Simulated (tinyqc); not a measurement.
# Metal gate on a two-layer dielectric stack with fixed charge and a dipole: threshold against doping

Gate, layer 2, layer 1, p-type semiconductor; x runs from the gate inwards. Charges are counted in units of +q. psi is the band bending at the surface, positive towards inversion. Classical charge, Boltzmann statistics, no interface traps.

EOT = 3.9 (t1/e1 + t2/e2), Cox = eps0/(t1/e1 + t2/e2); phi_ms = pM - (chi + Eg - Vt ln(Nv/Na)). Vfb = phi_ms + Vd - (q/eps0) [Q1 (t1/e1 + t2/e2) + Q2 t2/e2 + r1 (t1^2/(2 e1) + t1 t2/e2) + r2 t2^2/(2 e2)]: each charge counts with its electrical distance from the gate. ni = sqrt(Nc Nv) exp(-Eg/(2 Vt)), Eg in volts, pB = Vt ln(Na/ni), Vth = Vfb + 2 pB + sqrt(4 q eps0 eps_r Na pB)/Cox.

Values chosen for this exercise; band and dielectric values close to those of In0.53Ga0.47As, layer 1 close to silicon dioxide, layer 2 close to hafnium oxide: temperature T = 300 K; band gap Eg = 0.746 eV; relative permittivity eps_r = 13.8; conduction-band density of states at T Nc = 2.08e17 cm^-3; valence-band density of states at T Nv = 7.79e18 cm^-3; electron affinity chi = 4.47 eV; work function of the gate metal pM = 4.5 eV; thickness of layer 1, next to the semiconductor t1 = 1 nm; relative permittivity of layer 1 e1 = 3.99; thickness of layer 2, next to the gate t2 = 2 nm; relative permittivity of layer 2 e2 = 21.2; fixed charge at the semiconductor interface Q1 = 1.1e11 cm^-2; fixed charge between the layers Q2 = -3.6e12 cm^-2; uniform charge density in layer 1 r1 = 0 cm^-3; uniform charge density in layer 2 r2 = -8.5e18 cm^-3; flat-band shift by a dipole layer between the layers Vd = 0 V.

Constants: q = 1.602176634e-19 C, kB = 1.380649e-23 J/K, Vt = kB T/q, eps0 = 8.8541878128e-14 F/cm where lengths are in cm. Results are converted to the units shown.

Threshold against doping:

| Na (cm^-3) | phi_ms (V) | 2 pB (V) | Qd/Cox (V) | Vth (V) |
|---|---|---|---|---|
| 1.3e15 | -0.49113 | 0.38993 | 0.0054888 | -0.026616 |
| 3.7e15 | -0.51817 | 0.44401 | 0.0098812 | 0.0048171 |
| 1e16 | -0.54388 | 0.49542 | 0.017159 | 0.037799 |
| 2.9e16 | -0.57140 | 0.55047 | 0.030802 | 0.078966 |
| 8.1e16 | -0.59796 | 0.60358 | 0.053904 | 0.12862 |
| 2.3e17 | -0.62494 | 0.65754 | 0.094806 | 0.19650 |
| 6.3e17 | -0.65099 | 0.70963 | 0.16300 | 0.29075 |

Vth rises from -0.0266 to 0.291 V. Of the change, phi_ms + 2 pB gives 160 mV (Vt ln 10 a decade) and the depletion charge 158 mV, growing as Na^(0.55).

Computed by the program tinyqc: `OMP_NUM_THREADS=1 python tinyqc.py 2010004 2010005 out.jsonl`, one thread of a shared Intel Xeon 2.30GHz, about 0.01 s for the whole run.
